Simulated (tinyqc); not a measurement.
Short-channel transistor, virtual-source model with series resistance: effect of the drain-induced barrier lowering on the on and off currents.

The current per gate width is the charge at the top of the source barrier (the virtual source) times its velocity times a saturation function; al and be are fitting constants of the model. Units: I in uA/um, Rs in ohm um, so I Rs = 1e-6 I Rs in volts; Q in uC/cm^2, so I = 1e-4 Q vx0 Fsat with vx0 in cm/s.

Intrinsic voltages Vg' = Vgs - I Rs, Vd' = Vds - 2 I Rs. n = n0 + nd Vd', VT = VT0 - dl Vd', Ff = 1/(1 + exp((Vg' - VT + al Vt/2)/(al Vt))), Q = Cinv n Vt ln(1 + exp((Vg' - VT + al Vt Ff)/(n Vt))), Vdsat = (vx0 L/mu)(1 - Ff) + Vt Ff, Fsat = u/(1 + u^be)^(1/be) with u = Vd'/Vdsat, and I = Q vx0 Fsat per width. I is solved self-consistently. Ion is I at Vgs = Vds = 0.6 V, Ioff at Vgs = 0, Vds = 0.6 V, and Rlin = Vds/I at Vgs = 0.6 V, Vds = 0.05 V.

Values chosen for this exercise: temperature T = 325 K; inversion capacitance Cinv = 3.08 uF/cm^2; velocity at the virtual source vx0 = 3.33e7 cm/s; apparent mobility mu = 110 cm^2/(V s); channel length L = 12 nm; threshold at zero drain voltage VT0 = 0.353 V; subthreshold factor n0 = 1.17; growth of n with drain voltage nd = 0.1 1/V; threshold shift (in units of Vt) from weak to strong inversion al = 3.5; sharpness of saturation be = 2; series resistance of each contact Rs = 90 ohm um.

Constants: q = 1.602176634e-19 C, kB = 1.380649e-23 J/K, Vt = kB T/q. Results are converted to the units shown.

Results:
```
dl (V/V)  Ion (uA/um)  Ioff (nA/um)  log10(Ion/Ioff)  Rlin (ohm um)
0              1198.1        190.08           3.7996         321.63
0.04           1250.5        368.99           3.5301         321.21
0.08           1299.5        710.05           3.2625         320.79
0.12           1345.5        1351.3           2.9981         320.37
0.16           1388.8        2535.8           2.7385         319.96
0.24           1468.1        8417.2           2.2416         319.14
0.28           1504.4         14718           2.0095         318.74
```

Estimate the missing row, dl = 0.2 V/V.

Computed row:
```
dl (V/V)  Ion (uA/um)  Ioff (nA/um)  log10(Ion/Ioff)  Rlin (ohm um)
0.2            1429.6        4673.6           2.4856         319.55
```

With this row back in the table: As dl goes from 0 to 0.28 V/V, Ion rises from 1200 to 1500 uA/um, Ioff rises from 190 to 14700 nA/um and Rlin falls from 322 to 319 ohm um. Ion changes by a factor of 1.26 and Ioff by 77.4. The off current depends on it through an exponential, the on current about linearly. For dl = 0.12 to 0.28 V/V the off current passes 1 uA/um, so the device is hardly off at Vgs = 0.

Numbers from tinyqc (`OMP_NUM_THREADS=1 python tinyqc.py 2380154 2380155 out.jsonl`; about 0.02 s on one thread of a shared Intel Xeon 2.30GHz).
